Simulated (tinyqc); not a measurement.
## Hexagonal on-chip spiral inductor, lumped pi model: effect of the oxide below the coil

Outer diameter do = di + 2 n wd + 2 (n - 1) sp, mean da = (do + di)/2, fill p = (do - di)/(do + di), length l = 3.464 n da. L = 2.33 mu0 n^2 da/(1 + 3.82 p), mu0 = 4 pi 1e-7 H/m. Rs = rho l/(wd delta (1 - exp(-th/delta))), delta = sqrt(rho/(pi f mu0)). Cs = n wd^2 eps0 eo/hu across the coil. At each end Cox = l wd eps0 eo/(2 ho) leads to the substrate branch Rsi = 2 rs he/(l wd) in parallel with Csi = l wd eps0 11.7/(2 he). With one end grounded Y = 1/(Rs + i w L) + i w Cs + 1/[1/(i w Cox) + 1/(1/Rsi + i w Csi)], w = 2 pi f; Q = -Im Y/Re Y. Eddy currents in neighbouring turns and in the substrate are left out.

Peak Q and its frequency from a search over f; self-resonance where Im Y = 0; Q at the given f (negative beyond resonance).

Values chosen for this exercise; values of the order met in silicon radio-frequency processes: number of turns n = 3.5; line width wd = 4 um; space between turns sp = 1.5 um; inner diameter di = 140 um; metal thickness th = 3.4 um; metal resistivity rho = 2.2 uohm cm; oxide between coil and underpass hu = 1.5 um; relative permittivity of the oxide eo = 3.9; substrate resistivity rs = 20 ohm cm; effective spreading depth in the substrate he = 80 um; frequency f = 11 GHz.

Constants: eps0 = 8.8541878128e-12 F/m. Results are converted to the units shown.

The same in every row: L (nH) = 3.957; do (um) = 175.5.

Result of one run:
```
ho (um)  peak Q  f of the peak (GHz)  self-resonance (GHz)  Q at f
5         9.720                6.868                 34.13   8.875
```

What becomes of these results when the oxide below the coil ho is changed from 5 to 15 um, all else the same?

Result of the changed run:
```
ho (um)  peak Q  f of the peak (GHz)  self-resonance (GHz)  Q at f
15        11.62                8.812                 37.74   11.40
```

The whole series:
```
ho (um)  peak Q  f of the peak (GHz)  self-resonance (GHz)  Q at f
1         8.876                6.065                 32.45   7.657
2         9.085                6.272                 32.89   7.969
3         9.297                6.474                 33.31   8.277
5         9.720                6.868                 34.13   8.875
7         10.13                7.258                 34.92   9.445
10        10.73                7.843                 36.04   10.24
15        11.62                8.812                 37.74   11.40
```

As ho goes from 1 to 15, L stays at 3.96 nH, the peak Q rises from 8.88 to 11.6, its frequency rises from 6.06 to 8.81 GHz and the self-resonance rises from 32.5 to 37.7 GHz.

Numbers from tinyqc (`OMP_NUM_THREADS=1 python tinyqc.py 2302237 2302238 out.jsonl`; about 0.01 s on one thread of a shared Intel Xeon 2.30GHz).
